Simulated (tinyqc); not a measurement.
## Trap depth and cross-section from two peaks

Question. A DLTS peak lies where ew = sn g T^2 exp(-Et/kB T), g = vth Nc/(300 K)^2. Find Et and sn.

Parameters, values chosen for the exercise: conduction-band density of states at 300 K Nc = 1.04e19 cm^-3; thermal velocity at 300 K vth = 3.4e7 cm/s.

Constants: q = 1.602176634e-19 C, kB = 1.380649e-23 J/K. Results are converted to the units shown.

peak temperatures for ew = 10 and 500 1/s (K): 125.19863  146.24329

Solution. The slope of ln(ew/T^2) against q/kB T is -Et, and the intercept is ln(sn g).

Et = 0.270 eV
sn = 1.20e-14 cm^2

Program tinyqc, `OMP_NUM_THREADS=1 python tinyqc.py 2050029 2050030 out.jsonl`; Intel Xeon 2.30GHz, shared host, one thread, about 0.01 s.
